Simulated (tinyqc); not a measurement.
Single-domain magnet: Stoner-Wohlfarth switching, Neel-Arrhenius retention, LLG dynamics and spin torque: one step, computed by the program tinyqc.

The moment is uniform, with unit vector m; z is the easy axis. mu_0 = 1.25663706212e-6 T m/A, gamma = 1.76085963023e11 rad/(s T).

Problem. Exact time to the equator. The polar equation dm_z/dt = -(1 - m_z^2)(i - m_z)/tau_D, i = I/I_c0, integrates to t = tau_D [F(cos theta_0) - F(0)], F(z) = -ln(1 - z)/(2 (i - 1)) + ln(1 + z)/(2 (i + 1)) + ln(i - z)/(i^2 - 1), theta_0 = 1/sqrt(2 Delta).

Inputs (values chosen for the exercise, for a model magnet): temperature T = 250 K; drive I/I_c0 = 1.3.

Shape: thin disc, easy axis normal to it.

stability factor Delta = 173.2258

tau_D = 0.4969768 ns

Give: time to m_z = 0.

Solution.

time to m_z = 0 = 4.440 ns

Caution: a flat cylinder has a smaller N_z than the spheroid of the same t/d, so K_eff of a real disc is larger.
